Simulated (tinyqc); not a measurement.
Programming of a floating-gate cell by Fowler-Nordheim tunnelling: one step of the calculation.

Per tunnel area the floating gate has Ctun = 3.9 eps0/tox to the channel (0 V) and Ccg to the control gate, Ct = Ctun/(1 - ag), no other coupling. With the threshold shift U = -Q/Ccg the field is F = ag (Vg - U)/tox, and dU/dt = J/Ccg. Fowler-Nordheim: J = A F^2 exp(-B/F), A = q^2/(16 pi^2 hbar mo phi) (times 1e14 for A/cm^2 with F in V/nm, emitter mass m0), B = (4/3) sqrt(mo/C) phi^1.5, C = hbar^2/(2 m0).

Question. Constants of the cell. A, B, Ccg = ag Ct, the starting field and current, K = A B ag/(Ccg tox), and the knee time t0 = exp(B/F(0))/K.

Inputs (values chosen for the exercise); oxide values close to those of silicon dioxide: tunnel barrier phi = 3.2 eV; tunnelling mass mo = 0.46 m0; tunnel oxide thickness tox = 7.4 nm; coupling ratio Ccg/Ct ag = 0.62; tunnel area ar = 3600 nm^2; threshold shift at the start Vt0 = -2.7 V; control-gate voltage Vg = 12.5 V.

Constants: q = 1.602176634e-19 C, hbar = 1.054571817e-34 J s, m0 = 9.1093837015e-31 kg, eps0 = 8.8541878128e-14 F/cm where lengths are in cm, hbar^2/(2 m0) = 0.0380998212 eV nm^2. Results are converted to the units shown.

Wanted: A; B; Ccg; F(0); J(0); K; t0; electrons for 1 V of shift.

Answer.

A = 1.047e8 A cm^-2 (V/nm)^-2
B = 26.52 V/nm
Ccg = 0.7614 uF/cm^2
F(0) = 1.274 V/nm
J(0) = 0.1535 A/cm^2
K = 3.056e14 1/s
t0 = 3.621 us
electrons for 1 V of shift = 171.1

Range of the model: Programming fields of 10 MV/cm and more wear the oxide; trapping and the channel potential are ignored.

Numbers from tinyqc (`OMP_NUM_THREADS=1 python tinyqc.py 2130154 2130155 out.jsonl`; about 0.02 s on one thread of a shared Intel Xeon 2.30GHz).
